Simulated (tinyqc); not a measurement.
Surface potential of a MOS transistor: implicit equation and explicit approximations: one step of the calculation.

p-type body, charge-sheet picture, depletion and inversion only, full ionisation (an idealisation for deep acceptors), Boltzmann statistics (rough once Na exp(x - xn) passes about Nc/7). In units of Vt: xg = (Vg - Vfb)/Vt, x = psi/Vt, G = gamma/sqrt(Vt), xn = (2 phiF + Vc)/Vt. The implicit equation is (xg - x)^2 = G^2 [x - 1 + exp(x - xn)] for x above about 3. Cox = eps0 eox/tox.

Question. Potential, charges and gate control. psi = Vt x; N_dep = Cox Vt G sqrt(x - 1)/q; N_inv = (Cox Vt G/q) [sqrt(x - 1 + exp(x - xn)) - sqrt(x - 1)]; dpsi/dVg = 1/[1 + G^2 (1 + exp(x - xn))/(2 (xg - x))].

Inputs (values chosen for the exercise); band and dielectric values close to those of 4H silicon carbide:

| symbol | value | unit | meaning |
|---|---|---|---|
| T | 350 | K | temperature |
| eox | 3.9 |  | relative permittivity of the gate insulator (close to silicon dioxide) |
| tox | 6.8 | nm | insulator thickness |
| Vc | 0.2 | V | channel-body voltage |

Constants: q = 1.602176634e-19 C, kB = 1.380649e-23 J/K, Vt = kB T/q, eps0 = 8.8541878128e-14 F/cm where lengths are in cm. Results are converted to the units shown.

converged x = 102.99795
G = 2.6657176
xn = 103.95776
xg = 129.97060

Find: psi; N_dep; N_inv; dpsi/dVg.

Answer.

psi = 3.1065 V
N_dep = 2.5736e12 cm^-2
N_inv = 4.8270e9 cm^-2
dpsi/dVg = 0.84590

psi lies 0.96 Vt below 2 phiF + Vc.

Computed by the program tinyqc: `OMP_NUM_THREADS=1 python tinyqc.py 2122160 2122161 out.jsonl`, one thread of a shared Intel Xeon 2.30GHz, about 0.01 s for the whole run.
